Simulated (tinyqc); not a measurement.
# Worked calculation: transfer-length model of a contact

Numbers from tinyqc (`OMP_NUM_THREADS=1 python tinyqc.py 2760165 2760166 out.jsonl`; about 0.01 s on one thread of a shared Intel Xeon 2.30GHz). Printed values are rounded.

A metal contact of length d and width W on a thin layer of the same width. The metal has no resistance, the sheet resistance under it equals Rsh, and current enters the layer at the front edge x = 0.

Values chosen for this exercise:
- d = 0.009 um (contact length)
- W = 2.2 um (contact width)

## Straight-line fit

L, gap 1 to 4 (um): [0.061, 0.16, 0.44, 1.2]
R_T, gap 1 to 4 (ohm): [454.96, 589.96, 971.78, 2008.1]

Pairs of such contacts at gaps L have R_T = Rsh L/W + 2 Rc. The values of R_T were made from Rsh and rc and are treated as data. Least squares: slope = sum (L - mean L)(R_T - mean R_T)/sum (L - mean L)^2, intercept = mean R_T - slope mean L. Rsh = slope W, Rc = intercept/2, and A = Rc/slope is half the distance from the origin to the zero of the line.

slope = 1363.598 ohm/um
intercept = 371.7861 ohm
Rsh = 2999.915 ohm/sq
Rc = 185.8931 ohm
A = 0.1363254 um

## Iteration 1: transfer length

Lt at the start = 0.1363254 um

A = Lt coth(d/Lt) is solved for Lt, starting from Lt = A. Newton step for Lt - A tanh(d/Lt) = 0: Lt(new) = Lt - [Lt - A tanh(d/Lt)]/[1 + A d/(Lt cosh(d/Lt))^2].

Lt after iteration 1 = 0.01684086 um

## Iteration 2: transfer length

As before.

Lt after iteration 2 = 0.02843925 um

## Course of the iteration

Stop when Lt changes by less than 1e-9 of itself, or after 40 iterations.

Course of the iteration:
```
iteration     Lt (um)  relative change
1          0.01684086            0.876
2          0.02843925            0.689
3          0.03404766            0.197
4          0.03463701           0.0173
5          0.03464173          1.36e-4
6          0.03464173          8.49e-9
7          0.03464173          < 1e-13
```

Converged in 7 iterations.

## Contact resistivity

converged Lt = 0.03464173 um

rc = Rsh Lt^2. Short cuts: Rsh A^2 (long contact, Lt = A) and Rc W d (short contact, even current).

rc = 3.600047e-8 ohm cm^2
Rsh A^2 = 5.575230e-7 ohm cm^2
Rc W d = 3.680683e-8 ohm cm^2

The extracted rc is within 0.01 % of the value 3.6e-8 ohm cm^2 that made the data. The long-contact form is 15.5 times the extracted value and the short-contact form 2.2 % above it; both can only overstate it.
